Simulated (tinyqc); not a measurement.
Energy relaxation with and without hot phonons: decay of LO phonons and the hot-phonon bottleneck in the cooling of electrons. Computed by tinyqc, a small Python program. Command: `OMP_NUM_THREADS=1 python tinyqc.py 3016845 3016846 out.jsonl hotphonon walk`. One thread of a shared host (Intel(R) Xeon(R) Processor @ 2.30GHz), about 0.01 s of CPU time with the checks.

n(E, T) = 1/(exp(E/(k_B T)) - 1) is the Bose occupation. Electrons have a temperature T_e; the LO modes within their reach share one occupation N; the decay products stay at the lattice temperature.

Inputs (values chosen for the exercise, modelled on gallium arsenide):
```
quantity,value,unit
LO energy hbar omega,36.1,meV
"lifetime at T = 0, tau_0",9.3,ps
share f of the energy in the softer product,0.44,-
lattice temperature T,150,K
electron mass m*,0.0652,m_0
eps_inf,11.1,-
static dielectric constant eps_s,12.6,-
electron density n,3.9e+17,1/cm^3
"density of LO modes that the electrons reach, N_m",2.6e+19,1/cm^3
```

Decay channel: two unequal phonons (Ridley).

Constants: k_B = 8.617333262e-05 eV/K; c = 299792458 m/s; e^2/(4 pi eps_0) = 14.39964548 eV angstrom; hbar^2/(2 m_0) = 3.80998212 eV angstrom^2; hbar = 6.582119569e-16 eV s; e = 1.602176634e-19 C; k_B = 1.380649e-23 J/K.

Method:
- Decay rate 1/tau = (1/tau_0) [1 + n(f hbar omega) + n((1 - f) hbar omega)].
- Full width Gamma = 1/(2 pi c tau) in 1/cm, c in cm/s.
- Froehlich coupling alpha = (e^2/(4 pi eps_0)) (1/eps_inf - 1/eps_s) k_0/(2 hbar omega), k_0 = sqrt(m* hbar omega/(hbar^2/(2 m_0))); emission time tau_sp = hbar/(2 alpha hbar omega); bottleneck ratio r = (n/N_m) tau/tau_sp.
- Net emission per electron: [(N + 1) x - N]/tau_sp with x = exp(-hbar omega/(k_B T_e)), a simple two-level balance; steady state of the modes: n [(N + 1) x - N]/tau_sp = N_m (N - N_0)/tau; power per electron P = hbar omega [(N + 1) x - N]/tau_sp.
- P(T_e) = (hbar omega/tau_sp) [(N_0 + 1) x - N_0]/[1 + r (1 - x)], and r = 0 without hot phonons; energy relaxation time tau_E = (3/2) k_B (T_e - T)/P.

emission time tau_sp = 171.475 fs

equilibrium LO occupation N_0 = 0.0652443

bottleneck ratio r = 0.484708

phonon lifetime tau = 5.54101 ps

Cooling:
```
T_e (K),"P, cold phonons (nW)","P, hot phonons (nW)",ratio,tau_E (ps),N
180,1.3045,0.90752,1.4374,0.68460,0.078286
230,3.6128,2.5691,1.4063,0.64489,0.10216
300,6.6916,4.9032,1.3648,0.63356,0.13570
450,11.963,9.2472,1.2936,0.67187,0.19813
650,16.660,13.542,1.2303,0.76465,0.25985
950,20.918,17.835,1.1728,0.92895,0.32154
1450,24.714,22.034,1.1216,1.2218,0.38188
2150,27.369,25.206,1.0858,1.6432,0.42746
```

Reabsorption cuts the loss by a factor 1.44 at the lowest T_e and 1.09 at the highest; the factor is 1 + r (1 - x) with r = 0.485. tau_E runs from 0.68 to 1.6 ps, with its shortest value, 0.63 ps, at T_e = 300 K, against tau_sp = 170 fs and a phonon lifetime of 5.5 ps. Pauli blocking is left out, as are upper valleys and non-parabolic bands, which can matter above about 1000 K.

Extremes, crossings and ranges named in words are read from the listed rows.
